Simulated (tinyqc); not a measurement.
# Mobility from the current

Problem. A Schottky diode carries J = q Nc [vR vD/(vR + vD)] exp(-phi/Vt) [exp(V/Vt) - 1]. A* = 4 pi q me m0 kB^2/h^3 (times 1e-4 for A/(cm^2 K^2)); Nc = 2 (2 pi me m0 kB T/h^2)^1.5 (times 1e-6 for cm^-3); vR = A* T^2/(q Nc). Find vR, vD and mun.

Values chosen for this exercise; band and dielectric values those of a made-up semiconductor:
- T = 300 K (temperature)
- me = 0.214 m0 (electron mass)
- phi = 1.27 eV (barrier height seen from the metal)
- V = 0.26 V (bias)

Constants: q = 1.602176634e-19 C, kB = 1.380649e-23 J/K, h = 6.62607015e-34 J s, m0 = 9.1093837015e-31 kg, Vt = kB T/q. Results are converted to the units shown.

J = 2.3568761e-11 A/cm^2
vD/mun = 1.0074215e5 V/cm

Solution. J gives the effective velocity v, and 1/vD = 1/v - 1/vR.

vR = 5.82e6 cm/s
vD = 9.87e7 cm/s
mun = 980 cm^2/(V s)

Computed by the program tinyqc: `OMP_NUM_THREADS=1 python tinyqc.py 2640172 2640173 out.jsonl`, one thread of a shared Intel Xeon 2.30GHz, about 0.01 s for the whole run.
